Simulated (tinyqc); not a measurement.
# Small-signal admittance of a forward-biased p+-n diode: effect of the width of the neutral base

Holes injected into a neutral base of width wb with an ohmic contact at its end; low injection, p0 far above the equilibrium density. A small voltage v exp(i w t), w = 2 pi f, modulates the edge density by p0 v/Vt, and the small-signal density obeys Dp d2p/dx2 = (1/tau + i w) p.

L = sqrt(Dp tau); direct current J = (q Dp p0/L) coth(wb/L); k = sqrt(1 + i w tau)/L; diffusion admittance Y = (q Dp p0/Vt) k coth(k wb) = G + i w C_diff; junction capacitance C_j = sqrt(q eps0 eps_r Nd/(2 Vr)) in the depletion approximation, with the remaining barrier Vr = Vt ln(Na/p0), a rough value under forward bias; base-width modulation is left out. Measured admittance 1/[Rs + 1/(Y + i w C_j)].

Values chosen for this exercise; permittivity close to that of gallium arsenide: temperature T = 275 K; relative permittivity eps_r = 12.9; donor density of the base Nd = 1.1e17 cm^-3; hole diffusion coefficient Dp = 7.1 cm^2/s; hole lifetime tau = 2e-8 s; excess hole density at the junction edge p0 = 8.8e13 cm^-3; acceptor density of the p+ side Na = 2e18 cm^-3; series resistance Rs = 0.0045 ohm cm^2; signal frequency f = 1.5e8 Hz.

Constants: q = 1.602176634e-19 C, kB = 1.380649e-23 J/K, Vt = kB T/q, eps0 = 8.8541878128e-14 F/cm where lengths are in cm. Results are converted to the units shown.

The same in every row: w tau = 18.850; C_j (uF/cm^2) = 0.20577.

Effect of the width of the neutral base:
```
wb (um)  G (S/cm^2)  C_diff (uF/cm^2)  measured G (S/cm^2)  measured C (uF/cm^2)  phase of the measured Y (degrees)
0.19         222.53         0.0037667               129.47              0.043696                             17.645
0.37         114.62         0.0073269               114.07              0.068422                             29.482
0.74         58.476          0.014552               108.52              0.089247                             37.780
1.5          34.568          0.027678               111.32               0.10082                             40.481
2.9          34.754          0.036075               114.67               0.10122                             39.758
5.8          35.335          0.035554               114.49               0.10094                             39.723
11           35.339          0.035559               114.50               0.10094                             39.722
23           35.339          0.035559               114.50               0.10094                             39.722
```

As wb goes from 0.19 to 23, G goes from 223 through a minimum of 34.6 (at wb = 1.5 among the rows listed) to 35.3 S/cm^2, C_diff moves up and down between 0.00377 and 0.0361 uF/cm^2 and the measured C goes from 0.04370 through a maximum of 0.1012 (at wb = 2.9 among the rows listed) to 0.1009 uF/cm^2. C_diff stays below C_j.

Program tinyqc, `OMP_NUM_THREADS=1 python tinyqc.py 2890135 2890136 out.jsonl`; Intel Xeon 2.30GHz, shared host, one thread, about 0.01 s.
